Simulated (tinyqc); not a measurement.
# Changing the drive-in time t2

Model: two-step dopant diffusion (predeposition and drive-in) with a constant diffusivity. Computed by tinyqc, a small Python program. Command: `OMP_NUM_THREADS=1 python tinyqc.py 3031005 3031006 out.jsonl dopdiff sweep`. One thread of a shared host (Intel(R) Xeon(R) Processor @ 2.30GHz), about 0.1 s of CPU time with the checks.

Fick diffusion into a half space x > 0 whose background doping C_B is of the opposite type, so that a junction lies where C = C_B.

Inputs (values chosen for the exercise, modelled on boron in silicon):

| quantity | value | unit |
|---|---|---|
| prefactor D0 | 1.06 | cm^2/s |
| activation energy E | 3.5 | eV |
| surface concentration C_s | 8.3e+19 | 1/cm^3 |
| background doping C_B | 5.1e+15 | 1/cm^3 |
| predeposition temperature T1 | 900 | C |
| predeposition time t1 | 45 | min |
| drive-in temperature T2 | 1050 | C |
| mean mobility in the layer mu | 120 | cm^2/(V s) |

Furnace ramps of the drive-in: none.

Constants: k_B = 8.617333262e-05 eV/K; e = 1.602176634e-19 C.

Method:
- D = D0 exp(-E/(k_B T)).
- Temperatures in kelvin are T(C) + 273.15.
- Times in seconds are 60 times the minutes.
- (Dt)2 = D2 t2, t2 in seconds.
- C = C_s erfc(x/(2 sqrt(D1 t1))); dose Q = 2 C_s sqrt(D1 t1/pi); the junction solves erfc(z) = C_B/C_s with x_j = 2 z sqrt(D1 t1).
- With a sealed surface and a thin source, C = Q/sqrt(pi (Dt)2) exp(-x^2/(4 (Dt)2)); x_j = 2 sqrt((Dt)2 ln(C(0)/C_B)); gradient at the junction |dC/dx| = C_B x_j/(2 (Dt)2).
- Net dose Q_net = Q erf(x_j/(2 sqrt((Dt)2))) - C_B x_j; R_s = 1/(e mu Q_net), with every dopant ionised and one mobility.
- Exact two-step profile: C = (2 C_s/pi) int_0^alpha exp(-beta (1 + u^2))/(1 + u^2) du with alpha = sqrt(D1 t1/(Dt)2), beta = x^2/(4 (D1 t1 + (Dt)2)).
- The integral takes 48 Gauss-Legendre points; solve C(x) = C_B.

One run for each value:

| drive-in time t2 (min) | junction depth x_j (um) | surface concentration C(0) (Gaussian) (1/cm^3) | sheet resistance R_s (Gaussian) (ohm/square) | exact junction depth (um) |
|---|---|---|---|---|
| 10 | 0.3088 | 1.5750e+19 | 342.46 | 0.3175 |
| 19 | 0.4170 | 1.1427e+19 | 342.59 | 0.4232 |
| 38 | 0.5764 | 8.0798e+18 | 342.79 | 0.5806 |
| 73 | 0.7810 | 5.8295e+18 | 343.04 | 0.7839 |
| 140 | 1.0562 | 4.2095e+18 | 343.38 | 1.0583 |
| 270 | 1.4305 | 3.0312e+18 | 343.85 | 1.4319 |
| 530 | 1.9506 | 2.1635e+18 | 344.51 | 1.9516 |
| 1000 | 2.6081 | 1.5750e+18 | 345.35 | 2.6088 |
| 2000 | 3.5752 | 1.1137e+18 | 346.59 | 3.5757 |

What does the table show, and why?

Over the rows, junction depth x_j (um) rises from 0.309 to 3.58 (exponent d ln y / d ln x about 0.46 throughout); surface concentration C(0) (Gaussian) (1/cm^3) falls from 1.58e19 to 1.11e18 (exponent d ln y / d ln x about -0.50 throughout); sheet resistance R_s (Gaussian) (ohm/square) rises from 342.5 to 346.6 (exponent d ln y / d ln x 6.0e-4 between the first rows and 0.0052 between the last). The exponent of junction depth x_j stays between 0.46 and 0.47, near 0.50: the diffusion length sets the depth. The exponent of surface concentration C(0) (Gaussian) stays at -0.50: a fixed dose spreads over a width sqrt(D t). x_j grows more slowly than sqrt(t2) because the logarithm ln(C(0)/C_B) shrinks, from 8.04 to 5.39.

Caution (rows 10.0): the drive-in budget is under fifteen times D1 t1, so the source is not thin and the Gaussian junction is too shallow. Caution (rows 10.0, 19.0): the surface value exceeds the intrinsic carrier density during the drive-in as well. Caution (all rows): C_s exceeds the intrinsic carrier density of silicon at the predeposition temperature (2e18 to 1e19 per cm^3), where real diffusivities rise with concentration and profiles turn box-like.

Extremes, crossings and ranges named in words are read from the listed rows.
